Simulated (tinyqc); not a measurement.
Landau-Devonshire theory of a uniaxial ferroelectric: one step, computed by the program tinyqc. Command: `OMP_NUM_THREADS=1 python tinyqc.py 3003199 3003200 out.jsonl ferro walk`. One thread of a shared host (Intel(R) Xeon(R) Processor @ 2.30GHz), about 0.01 s of CPU time with the checks.

G(P) = (alpha/2) P^2 + (beta*/4) P^4 + (gamma/6) P^6 - E P per volume, SI units, one domain, P along the polar axis.

Problem. A capacitor with imperfect screening. Between shorted electrodes with screening length lambda each, the depolarising field is -k P, k = 2 lambda/(eps_0 (d + 2 lambda eps_b)), so alpha turns into alpha + k. Ps^2 = [-beta* + sqrt(beta*^2 - 4 alpha gamma)]/(2 gamma). The polar state is the lowest uniform state while alpha + k < 0 (beta* > 0) or < 3 beta*^2/(16 gamma) (beta* < 0); setting the equality gives the critical thickness d_c.

Inputs (values chosen for the exercise, modelled on barium titanate):

| quantity | value | unit |
|---|---|---|
| Curie-Weiss temperature T0 | 381 | K |
| gamma | 1.7e+10 | J m^9/C^6 |
| temperature T | 305 | K |
| film thickness d | 20 | nm |
| screening length lambda | 0.027 | nm |
| background permittivity eps_b | 7 | - |

Sample: free crystal.

alpha = -5.251600e+07 J m/C^2

beta* = -8.05e+08 J m^5/C^4

Constants: eps_0 = 8.8541878128e-12 F/m.

Give: depolarising coefficient k; polarisation of the film; size of the depolarising field; critical thickness d_c.

Solution.

depolarising coefficient k = 2.993e+08 J m/C^2

polarisation of the film = 0 microcoulomb/cm^2

size of the depolarising field = 0 MV/m

critical thickness d_c = 101.8 nm

The film is thinner than d_c, so the uniform polar state is not the lowest one; a real film may break into domains or be non-polar.
